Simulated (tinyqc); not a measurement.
## Cell size and critical density at another thickness

Inverse problem. In the cell model of oxide breakdown (cubic cells of edge a, defect density growing as t^al) the Weibull slope is beta = al tox/a, and for small l the critical density is N_bd = a^(-3) (A/a^2)^(-a/tox). Find a from the slope, and then the area A and the slope at 7.5 nm.

Parameters, values chosen for the exercise: exponent of defect growth al = 0.8.

Weibull slope at a thickness of 6 nm = 3.2
N_bd there, small-l form = 7.7937665e18 cm^-3

Answer. a = al tox/beta, and A = a^2 (a^3 N_bd)^(-tox/a).

a = 1.50 nm
A = 4.70 um^2
slope = 4.00

Program tinyqc, `OMP_NUM_THREADS=1 python tinyqc.py 2070089 2070090 out.jsonl`; Intel Xeon 2.30GHz, shared host, one thread, about 0.01 s.
